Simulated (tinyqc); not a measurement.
From switched share back to pulse height V: switching kinetics of a ferroelectric film and the memory window of a ferroelectric gate stack. Computed by tinyqc, a small Python program. Command: `OMP_NUM_THREADS=1 python tinyqc.py 3013296 3013297 out.jsonl feswitch inv`. One thread of a shared host (Intel(R) Xeon(R) Processor @ 2.30GHz), about 0.03 s of CPU time with the checks.

Fields in MV/cm; 1 microcoulomb/cm^2 over eps_0 is 11.29409 MV/cm. In the stack (metal, ferroelectric, interlayer, channel) the channel is taken as a conductor.

Inputs (values chosen for the exercise, for a model film):

| quantity | value | unit |
|---|---|---|
| saturation polarisation P_s | 33 | microcoulomb/cm^2 |
| ratio P_r/P_s | 0.86 | - |
| coercive field E_c | 0.98 | MV/cm |
| permittivity of the ferroelectric eps_F | 22 | - |
| thickness t_F | 22 | nm |
| permittivity of the interlayer eps_I | 3.9 | - |
| interlayer thickness t_I | 0.79 | nm |
| share s of P screened by trapped charge | 0.64 | - |
| time constant t_inf | 4.1e-10 | s |
| activation field E_a | 3.4 | MV/cm |
| Merz exponent alpha | 1 | - |
| dimension n | 2 | - |
| half width w of log10 t | 0.64 | - |
| pulse length t_p | 1.4e-05 | s |
| breakdown field of the interlayer | 16 | MV/cm |

Kinetics: nucleation-limited (NLS).

Method. Series stack: V = E_F t_F + E_I t_I and eps_I E_I = eps_F E_F + (1 - s) P/eps_0. Before switching P = -P_r, after it P = +P_s; in retention V = 0 and P = +P_r. Merz's law: t1 = t_inf exp[(E_a/E)^alpha] at the mean of the fields before and after switching. NLS: switched share = integral of [1 - exp(-(t/tau)^n)] F(z) dz over z = log10 tau, with the Lorentzian F = (1/pi) w/[(z - log10 t1)^2 + w^2].

Task: A run gave the result below. Find the pulse height V, known to lie between 3.5 and 7.3 V.

switched share = 0.9491009

Result:

Each step takes the trial c = (a f_b - b f_a)/(f_b - f_a), f being the result less the target and a, b, c the logarithms of the listed values; c replaces end b, the old b replaces a if the sign of f changed, and otherwise f_a is halved.

Scan of the range:

| pulse height V (V) | switched share |
|---|---|
| 3.50 | 0.941751 |
| 3.96 | 0.944042 |
| 4.47 | 0.945868 |
| 5.05 | 0.947384 |
| 5.71 | 0.948653 |
| 6.46 | 0.949721 |
| 7.30 | 0.950614 |

False position (Illinois rule, in the logarithm of the input) inside the bracket:

| step | end a | end b | trial | switched share |
|---|---|---|---|---|
| 1 | 5.71000 | 6.46000 | 6.01349 | 0.949124 |
| 2 | 5.71000 | 6.01349 | 5.98498 | 0.949082 |
| 3 | 6.01349 | 5.98498 | 5.99802 | 0.949101 |
| 4 | 5.98498 | 5.99802 | 5.99800 | 0.949101 |

Switched share rises at every point of a 13-point scan of the range (every second point is shown), so one value fits; it is bracketed by 5.71 and 6.46. Answer: pulse height V = 5.998 V.

Caution: the interlayer field exceeds its breakdown field, so charge injection would change the fields. Caution: the field changes much during switching, so one mean field is a crude stand-in.
